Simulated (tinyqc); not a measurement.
Lifetime against injection: carrier lifetime from Shockley-Read-Hall, radiative, Auger and surface recombination. Computed by tinyqc, a small Python program. Command: `OMP_NUM_THREADS=1 python tinyqc.py 3008741 3008742 out.jsonl lifetime walk`. One thread of a shared host (Intel(R) Xeon(R) Processor @ 2.30GHz), about 0.02 s of CPU time with the checks.

Energies are counted from the top of the valence band. Boltzmann statistics, full ionisation, and equal excess densities of electrons and holes.

Inputs (values chosen for the exercise, for a model semiconductor):

| quantity | value | unit |
|---|---|---|
| gap E_g | 3.01 | eV |
| electron mass m_e | 0.255 | m_0 |
| valleys M_c | 1 | - |
| hole mass m_h | 1.02 | m_0 |
| temperature T | 400 | K |
| doping N | 8.4e+15 | cm^-3 |
| trap level E_t | 1.95 | eV |
| trap density N_t | 4.3e+13 | cm^-3 |
| electron cross-section sigma_n | 9.4e-15 | cm^2 |
| hole cross-section sigma_p | 1.9e-14 | cm^2 |
| radiative coefficient B | 7e-11 | cm^3/s |
| Auger coefficient C_n | 9.9e-31 | cm^6/s |
| Auger coefficient C_p | 4.2e-31 | cm^6/s |
| diffusion coefficient D | 12 | cm^2/s |
| surface velocity S | 37 | cm/s |
| thickness W | 2 | micrometre |

Doping: n-type. Surface term: two equal surfaces.

Constants: m_0 = 9.1093837015e-31 kg; k_B = 1.380649e-23 J/K; h = 6.62607015e-34 J s; k_B = 8.617333262e-05 eV/K.

Method:
- N_c = 2 M_c (2 pi m_e k_B T/h^2)^(3/2) and N_v = 2 (2 pi m_h k_B T/h^2)^(3/2), masses in units of m_0.
- n_i = sqrt(N_c N_v) exp(-E_g/2 k_B T); majority density N/2 + sqrt(N^2/4 + n_i^2), minority density n_i^2 over it.
- v = sqrt(3 k_B T/m) with m_e or m_h; tau_n0 = 1/(sigma_n v_n N_t), tau_p0 = 1/(sigma_p v_p N_t); n1 = N_c exp(-(E_g - E_t)/k_B T), p1 = N_v exp(-E_t/k_B T).
- The slowest diffusion mode has x tan x = S W/(2 D) with 0 < x < pi/2 (bisection), and tau_s = W^2/(4 x^2 D). The common approximation is W/(2 S) + W^2/(pi^2 D).
- With n = n_0 + dn, p = p_0 + dn and U/dn = 1/tau: (n p - n_i^2)/dn = n_0 + p_0 + dn = s; 1/tau_SRH = s/[tau_p0 (n + n1) + tau_n0 (p + p1)]; 1/tau_rad = B s; 1/tau_Aug = (C_n n + C_p p) s; the rates add, with 1/tau_s.
- Rows stop below half the smaller effective density of states.

N_c = 4.97497e+18 cm^-3

N_v = 3.97998e+19 cm^-3

n_0 = 8.40e+15 cm^-3

p_0 = 2.80583e-16 cm^-3

tau_p0 = 9.16622e-08 s

n1 = 219472 cm^-3

tau_n0 = 9.26373e-08 s

p1 = 1.07389e-05 cm^-3

tau_s = 2.70298e-06 s

Lifetimes (s):

| dn (cm^-3) | SRH | radiative | Auger | effective | radiative efficiency | fastest channel |
|---|---|---|---|---|---|---|
| 1.00e+10 | 9.1662e-08 | 1.7007e-06 | 1.4315e-02 | 8.4263e-08 | 0.04955 | SRH |
| 1.00e+11 | 9.1663e-08 | 1.7007e-06 | 1.4315e-02 | 8.4264e-08 | 0.04955 | SRH |
| 1.00e+12 | 9.1673e-08 | 1.7005e-06 | 1.4311e-02 | 8.4271e-08 | 0.04956 | SRH |
| 1.00e+13 | 9.1772e-08 | 1.6987e-06 | 1.4274e-02 | 8.4351e-08 | 0.04966 | SRH |
| 1.00e+14 | 9.2752e-08 | 1.6807e-06 | 1.3911e-02 | 8.5132e-08 | 0.05065 | SRH |
| 1.00e+15 | 1.0152e-07 | 1.5198e-06 | 1.0938e-02 | 9.1924e-08 | 0.06049 | SRH |
| 1.00e+16 | 1.4201e-07 | 7.7640e-07 | 2.4245e-03 | 1.1494e-07 | 0.14804 | SRH |
| 1.00e+17 | 1.7712e-07 | 1.3179e-07 | 6.1782e-05 | 7.3421e-08 | 0.55712 | radiative |
| 1.00e+18 | 1.8353e-07 | 1.4167e-08 | 6.9919e-07 | 1.2847e-08 | 0.90687 | radiative |

What follows from these numbers?

tau_SRH goes from 9.17e-8 s at low injection (the minority capture time, 9.17e-8 s) to 1.84e-7 s in the last row; at high injection it tends to tau_n0 + tau_p0 = 1.84e-7 s. Ruling channel by row: SRH from 1e10, radiative from 1e17 cm^-3.
